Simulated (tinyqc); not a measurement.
# Resistance of a source-drain extension with a graded tip, step by step

Numbers from tinyqc (`OMP_NUM_THREADS=1 python tinyqc.py 2282228 2282229 out.jsonl`; about 0.04 s on one thread of a shared Intel Xeon 2.30GHz). Printed values are rounded.

y runs along the channel, the gate covers y > 0. The doping is N0 for y < y0 and N0 10^(-(y - y0)/la) beyond, uniform over the depth xj. Sheet conductance s(y) = q mu(N) max(N - Nch, 0) xj + (for y > 0) ma Cox Vo, with mu(N) = u0 + (u1 - u0)/(1 + (N/Nr)^au) and Cox = eps0 eox/tox. Current is taken as one-dimensional; depletion of the tip, spreading and the contact are left out. The metallurgical junction lies at yj, where N = Nch.

Inputs (values chosen for the exercise); mobility law close to that of electrons in silicon: relative permittivity of the gate insulator (close to silicon dioxide) eox = 3.9; insulator thickness tox = 1.9 nm; active doping of the extension far from the gate N0 = 5.1e19 cm^-3; lateral abruptness la = 3.2 nm/decade; position under the gate where the fall begins (gate edge at 0) y0 = -0.1 nm; depth of the extension xj = 23 nm; channel doping Nch = 1.6e18 cm^-3; gate overdrive Vo = 0.67 V; mobility of the gate-induced layer ma = 89 cm^2/(V s); mobility at low doping u1 = 1414 cm^2/(V s); mobility at high doping u0 = 68.5 cm^2/(V s); reference doping Nr = 9.2e16 cm^-3; exponent au = 0.711; gate length Lg = 60 nm.

Constants: q = 1.602176634e-19 C, eps0 = 8.8541878128e-14 F/cm where lengths are in cm. Results are converted to the units shown.

## Sheet resistances and junction position

yj = y0 + la log10(N0/Nch); sheet resistance of the full extension 1/[q mu(N0)(N0 - Nch) xj] and of the gate-induced layer 1/(ma Cox Vo); metallurgical length Lg - 2 yj; ye is where the doped and the gate-induced conductances are equal.

yj = 4.711041 nm
sheet resistance of the extension = 658.6628 ohm/square
sheet resistance of the induced layer = 9227.317 ohm/square
metallurgical length = 50.57792 nm
ye = 3.669572 nm
N at ye = 3.385157e18 cm^-3

The gate takes over 1.04 nm before the junction, where N is still 2.12 times the channel doping.

## Resistance of the overlapped part

Midpoint rule on 9 equal steps from 0 to yj: R_ov = sum h/s(y), per width.

```
point     y (nm)    N (cm^-3)  doped conductance (uS)  sheet resistance (ohm/square)
0      0.2617245  3.931256e19                1200.571                       763.9739
1      0.7851734  2.697450e19                858.2726                       1034.504
2       1.308622  1.850869e19                615.4810                       1381.492
3       1.832071  1.269983e19                440.9588                       1820.390
4       2.355520  8.714051e18                313.0625                       2372.837
5       2.878969  5.979189e18                216.7112                       3076.118
6       3.402418  4.102650e18                141.3068                       4005.116
7       3.925867  2.815054e18                79.31398                       5327.996
8       4.449316  1.931563e18                25.29953                       7480.921
```

R_ov = 14.271 ohm um

The exact integral is 14.356 ohm um; the coarse sum is 0.59 % below it.
